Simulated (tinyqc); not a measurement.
The scattering mechanism: Boltzmann transport in a parabolic band with a power-law relaxation time.

F_j(eta) = (1/Gamma(j + 1)) integral_0^infinity x^j dx/(1 + exp(x - eta)), which tends to exp(eta) for eta << 0.

tau = tau0 x^r with x = E/kT. With K_j = Gamma(j + 1) F_j(eta): <tau> = tau0 (r + 3/2) K_(r+1/2)/((3/2) K_(1/2)); mu = <tau>/(mc m0/e), m0/e = 5.685630e-12 kg/C; Hall factor rH = (3/2) K_(1/2) (2r + 3/2) K_(2r+1/2)/((r + 3/2) K_(r+1/2))^2; Seebeck S = -(kB/e) [(r + 5/2) K_(r+3/2)/((r + 3/2) K_(r+1/2)) - eta]; Lorenz number L = (kB/e)^2 [(r + 7/2) K_(r+5/2)/((r + 3/2) K_(r+1/2)) - ((r + 5/2) K_(r+3/2)/((r + 3/2) K_(r+1/2)))^2]; kB/e in V/K. Valley anisotropy is left out of rH.

Constants: kB = 8.617333262e-05 eV/K.
eta = -0.33595

Same eta for each exponent.

Results:
```
r                                     mechanism  <tau>/tau0     rH  S (microvolt/K)  L (1e-8 W ohm/K^2)
-0.5                           acoustic phonons       0.696  1.143           -225.9               1.585
0.0                  a constant relaxation time       1.000  1.000           -266.3               1.902
0.5   polar optical or piezoelectric scattering       1.591  1.088           -306.4               2.229
1.5                          ionised impurities       5.124  1.788           -386.7               2.919
```

What does the comparison show?

From r = -1/2 to 3/2 |S| grows by 160.8 microvolt/K, against 2 kB/e = 172.3 in the non-degenerate limit: scattering that favours fast electrons raises the mean energy carried. rH is 1 only for constant tau and reaches 1.788 for r = 3/2; L spans 1.585 to 2.919 against the metallic 2.443.

Computed by tinyqc, a small Python program: `OMP_NUM_THREADS=1 python tinyqc.py 1652284 1652285 out.jsonl` (the numbers bound the seed that draws the inputs); one thread of a shared host (Intel(R) Xeon(R) Processor @ 2.30GHz), about 0.02 s for the whole set of steps.
